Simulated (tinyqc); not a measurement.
Absorption edge of a degenerate semiconductor, band filling against gap narrowing: one step of the calculation.

n-type, parabolic bands, full ionisation. eta = (EF - Ec)/kB T solves N = Nc F12(eta), F12(x) = (2/sqrt(pi)) int_0^infinity sqrt(u)/(1 + exp(u - x)) du. The gap shrinks rigidly by dEg = a3 y^(1/3) + a4 y^(1/4) + a2 y^(1/2), y = N/1e18 cm^-3, an empirical law that is here taken as the true narrowing.

Question. The optical edge. Vertical transitions need an empty final state: the edge is taken where the state lies 4 kB T below EF, E_opt = Eg - dEg + (1 + me/mh) max(eta - 4, 0) kB T; wavelength h c/(q E_opt).

Values chosen for this exercise; band and dielectric values close to those of indium arsenide:
```
symbol   value   unit                        meaning
T          250      K                    temperature
Eg       0.349     eV                       band gap
me      0.0231     m0                  electron mass
mh       0.406     m0                      hole mass
N       4.9e17  cm^-3          ionised donor density
a3         8.3    meV  coefficient of (N/1e18)^(1/3)
a4         4.6    meV  coefficient of (N/1e18)^(1/4)
a2         1.7    meV  coefficient of (N/1e18)^(1/2)
```

Constants: q = 1.602176634e-19 C, kB = 1.380649e-23 J/K, h = 6.62607015e-34 J s, c = 299792458 m/s, Vt = kB T/q. Results are converted to the units shown.

converged eta = 4.3579810

Find: dEg; EF - Ec; filling shift; E_opt; wavelength.

Answer.

dEg = 11.58 meV
EF - Ec = 93.89 meV
filling shift = 8.151 meV
E_opt = 0.3456 eV
wavelength = 3588 nm

The edge lies 3.43 meV below the undoped gap: narrowing outweighs filling.

Range of the model: Band tails, non-parabolic bands and incomplete ionisation are left out.

Numbers from tinyqc (`OMP_NUM_THREADS=1 python tinyqc.py 2330140 2330141 out.jsonl`; about 0.01 s on one thread of a shared Intel Xeon 2.30GHz).
